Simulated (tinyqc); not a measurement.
Worked calculation: interband optics of a two-band s-p chain from momentum matrix elements. Values are carried at full precision from step to step, so a last printed digit may differ when a step is redone from the rounded ones.

H(k) = [[Es - 2 ts cos ka, 2i V sin ka], [-2i V sin ka, Ep_ + 2 tp cos ka]] in the basis s, p; the lower band is full, with two electrons a cell. The velocity operator times hbar is W = dH/dk (eV angstrom); intra-atomic dipoles are left out.

Constants: hbar^2/2m0 = 3.80998211 eV angstrom^2; e^2/(4 pi eps0) = 14.39964547 eV angstrom.

Values chosen for the exercise:
- a = 4.15 angstrom (period)
- Es = 3.74 eV (upper orbital (s))
- Ep_ = -3.67 eV (lower orbital (p))
- ts = 0.64 eV (s-s hopping)
- tp = 0.56 eV (p-p hopping)
- V = 0.82 eV (s-p hopping)
- k = 0.39 2 pi/a (wave vector)
- N = 6 (k points)
- Ar = 6.1 angstrom^2 (cross-section per chain)
- eta = 0.2 eV (Lorentzian half width)
- E = 2.09 eV (photon energy)

## Hamiltonian and velocity at one k

Form H and W = dH/dk.

H (eV):
```
          s        p
s    4.7263  1.0454i
p  -1.0454i  -4.5330
```

W (eV angstrom):
```
         s         p
s   3.3860  -5.2441i
p  5.2441i   -2.9627
```

## Matrix element between the bands

Diagonalise H, transform W, and form w = |W_cv|^2, the Kane-type energy w/c and the oscillator strength f = w/(c D), c = hbar^2/2m0, D = Ec - Ev.

Ev, Ec (eV): -4.6495  4.8428

weights:
```
        v       c
s  0.0123  0.9877
p  0.9877  0.0123
```

slopes dEv/dk, dEc/dk (eV angstrom): -1.730  2.153

w = 33.808 eV^2 angstrom^2
w/c = 8.874 eV
f = 0.935

## Transitions on the mesh

At each k_j = (j + 1/2)/N (2 pi/a) up to the zone edge give D = Ec - Ev, w = |<c|W|v>|^2 and f = w/(c D), c = hbar^2/2m0; the other half of the zone repeats the values.

Transitions:
```
k (2 pi/a)  D (eV)  w (eV^2 angstrom^2)      f
0.0833      5.5781               24.026  1.130
0.2500      8.1035                4.063  0.132
0.4167      9.6291               38.840  1.059
```

D runs from 5.578 to 9.629 eV on the mesh; f is largest at k = 0.0833.

## Dielectric function from the table

With w(k) = |<c|W|v>|^2 and D(k) = Ec - Ev, on the mesh k_j = (j + 1/2)/N (2 pi/a): eps(E) = 1 + (8 pi e2/(a Ar)) mean_j (w/D^2) [1/(D - E - i eta) + 1/(D + E + i eta)], e2 = e^2/(4 pi eps0); light polarised along the chains, no local fields.

Take the mean over the rows. Also eps(0) at eta = 0, and the effective electrons per cell n_eff = 2 mean(f).

eps(E) = 3.044+0.053i
eps(0) = 2.807
n_eff = 1.547

On a mesh of 2000 points the values are 3.370+0.072i, 3.056 and 1.609. n_eff need not equal the 2 electrons of the cell: a two-orbital basis with chosen hoppings does not obey the sum rule of free electrons.

## Checks

- Curvature of the lower band against <v|d2H/dk2|v> - 2 w/D (eV angstrom^2): both 11.31.
- Zone mean of 2 w/D against the zone mean of <v|d2H/dk2|v>, the f-sum rule of a full band (eV angstrom^2): both 6.1291.

Run: tinyqc, `OMP_NUM_THREADS=1 python tinyqc.py 1681942 1681943 out.jsonl`; Intel(R) Xeon(R) Processor @ 2.30GHz, one thread, shared host; about 0.01 s of CPU time with all checks.
